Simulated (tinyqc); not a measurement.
Extended Hueckel theory, for BeH2-, step by step. The parameters take no account of the charge, which enters only through the electron count, and nothing here shows that the anion is bound. One step of it, computed by the program tinyqc.

Task: Mulliken analysis. P = C n C^T; charge = valence electrons (Be 2, H 1) minus the sum of (P S)_ii on the atom; overlap population = 2 sum P_ij S_ij between two atoms.

coefficients, order 1Be 2s, 1Be 2px, 1Be 2py, 1Be 2pz, 2H 1s, 3H 1s:
```
[[0.390888, 0.000000, -0.117529, 0.000000, 1.297487, 0.000000],
 [0.000000, 0.000000, 0.000000, 1.000000, 0.000000, 0.000000],
 [0.000000, 0.293404, 0.000000, 0.000000, 0.000000, 1.689680],
 [0.011482, 0.000000, 0.992649, 0.000000, 0.150272, 0.000000],
 [0.478747, 0.540894, 0.031974, 0.000000, -0.810842, -1.117988],
 [0.478747, -0.540894, 0.031974, 0.000000, -0.810842, 1.117988]]
```

occupations: [2.000000, 2.000000, 1.000000, 0.000000, 0.000000, 0.000000]

overlap S, order 1Be 2s, 1Be 2px, 1Be 2py, 1Be 2pz, 2H 1s, 3H 1s:
```
[[1.000000, 0.000000, 0.000000, 0.000000, 0.489294, 0.489294],
 [0.000000, 1.000000, 0.000000, 0.000000, 0.000000, 0.000000],
 [0.000000, 0.000000, 1.000000, 0.000000, 0.560902, -0.560902],
 [0.000000, 0.000000, 0.000000, 1.000000, 0.047658, 0.047658],
 [0.489294, 0.000000, 0.560902, 0.047658, 1.000000, 0.046622],
 [0.489294, 0.000000, -0.560902, 0.047658, 0.046622, 1.000000]]
```

Give: charges; Overlap populations.

Result:

charges: [-0.200, -0.400, -0.400]

Overlap populations:
```
pair      value
2-1    0.722716
3-1    0.722716
3-2   -0.011722
```
